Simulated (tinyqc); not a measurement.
Slope factor and drain-induced lowering from three currents.

Problem. With source and body at 0 V, I = A exp((Vg + dd Vd)/(nf Vt)) (1 - exp(-Vd/Vt)). Find nf, the swing nf Vt ln 10 and dd.

Values chosen for this exercise:
- T = 358 K (temperature)

Constants: q = 1.602176634e-19 C, kB = 1.380649e-23 J/K, Vt = kB T/q. Results are converted to the units shown.

currents at (Vg, Vd) = (0, 0.05), (0, 1.1) and (0.1, 1.1) V (nA/um): [1.8732794, 11.679318, 104.37733]

Solution. The pair at equal Vd gives nf; the pair at equal Vg, after dividing out the factors 1 - exp(-Vd/Vt), gives dd.

nf = 1.48
swing = 105 mV/decade
dd = 0.0700

tinyqc, about 0.06 s, one thread, Intel Xeon 2.30GHz (shared host): `OMP_NUM_THREADS=1 python tinyqc.py 2242120 2242121 out.jsonl`
